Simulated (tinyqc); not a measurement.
Haynes-Shockley experiment: drift, diffusion and decay of a minority-carrier pulse: one step, computed by the program tinyqc. Command: `OMP_NUM_THREADS=1 python tinyqc.py 3110271 3110272 out.jsonl haynes walk`. One thread of a shared host (Intel(R) Xeon(R) Processor @ 2.30GHz), about 0.01 s of CPU time with the checks.

A thin sheet of excess carriers is made at x = 0, t = 0 in a long uniform bar; injection is low, so the pulse moves with the minority mobility.

Task: The signal at the collector. dn(x, t) = N0/sqrt(4 pi D t) exp(-(x - v t)^2/(4 D t) - t/tau). At fixed x the signal peaks where d ln(dn)/dt = 0: a t^2 + t/2 - x^2/(4 D) = 0 with a = v^2/(4 D) + 1/tau. The full width at half maximum is found by solving dn(x, t) = peak/2 on both sides of the peak.

Inputs (values chosen for the exercise, modelled on holes in n-type silicon in a lightly doped bar):
```
quantity                       value         unit
lifetime tau                      39  microsecond
temperature T                    300            K
distance d to the collector     0.23           cm
injected sheet density N0    1.4e+10       1/cm^2
```

drift velocity v = 9093 cm/s

D = 11.19392 cm^2/s

Give: time of the peak t_p; peak density; width at half maximum.

Result:

time of the peak t_p = 24.99 microsecond

peak density = 1.236e+11 1/cm^3

width at half maximum = 6.078 microsecond
